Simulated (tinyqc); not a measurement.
## Internal loss and injection efficiency from two cavity lengths

Inverse problem. The differential efficiency of both facets obeys 1/eta_d = (1/eta)[1 + 2 ai Lc/ln(1/(R1 R2))]. Find eta and ai.

Parameters, values chosen for the exercise:
- R1 = 0.32 (front reflectance)
- R2 = 0.95 (back reflectance)

differential efficiency at Lc = 250 and 625 um: [0.54605683, 0.34567571]

Answer. 1/eta_d is linear in Lc: the intercept is 1/eta, and slope over intercept is 2 ai/ln(1/(R1 R2)).

eta = 0.8900
ai = 15.00 1/cm

Computed by the program tinyqc: `OMP_NUM_THREADS=1 python tinyqc.py 2840029 2840030 out.jsonl`, one thread of a shared Intel Xeon 2.30GHz, about 0.01 s for the whole run.
